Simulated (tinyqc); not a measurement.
Polycrystalline film, grain-boundary barriers (Seto model): one step of the calculation.

One-dimensional grains of size Lg with donors N; each boundary has Qt acceptor-like traps per area at one level Et below the band edge. Trapped electrons qt deplete a width w = qt/N (both sides together) and raise a barrier Vb = q N w^2/(8 eps0 eps_r). Current crosses the barriers by thermionic emission at small bias. Abrupt depletion, full ionisation, Boltzmann statistics.

Task. Barrier, resistivity and effective mobility. Partly depleted grains: the density at the grain centre is n0 = N and qt = Qt/(1 + 2 (Nc/N) exp((Vb - Et)/Vt)). If that gives qt >= N Lg, the grains are fully depleted: qt = N Lg, w = Lg and n0 = 2 Nc exp((Vb - Et)/Vt)/(Qt/(N Lg) - 1). Resistivity: barriers rb = Vt exp(Vb/Vt)/(q n0 vc Lg), grain interior rg = (1 - w/Lg)/(q mg N); effective mobility 1/(q N (rb + rg)).

Parameters, values chosen for the exercise; values close to those of polycrystalline silicon: temperature T = 293 K; relative permittivity of the semiconductor eps_r = 11.7; grain size Lg = 50 nm; trap density at a boundary Qt = 1.3e12 cm^-2; donor density N = 1.1e17 cm^-3; mobility inside a grain mg = 370 cm^2/(V s); collection velocity at the barrier vc = 7e6 cm/s; conduction-band density of states at T Nc = 2.7e19 cm^-3; trap level below the band edge Et = 0.46 eV.

Constants: q = 1.602176634e-19 C, kB = 1.380649e-23 J/K, Vt = kB T/q, eps0 = 8.8541878128e-14 F/cm where lengths are in cm. Results are converted to the units shown.

Give: qt; w; Vb; n0; rb; rg; effective mobility.

Result.

qt = 5.500e11 cm^-2
w = 50.00 nm
Vb = 0.05316 V
n0 = 3.980e12 cm^-3
rb = 9291 ohm cm
rg = 0 ohm cm
effective mobility = 0.006107 cm^2/(V s)

The grains are fully depleted, 42.3 % of the traps are filled and the barriers give 100 % of the resistivity.

Numbers from tinyqc (`OMP_NUM_THREADS=1 python tinyqc.py 2610134 2610135 out.jsonl`; about 0.01 s on one thread of a shared Intel Xeon 2.30GHz).
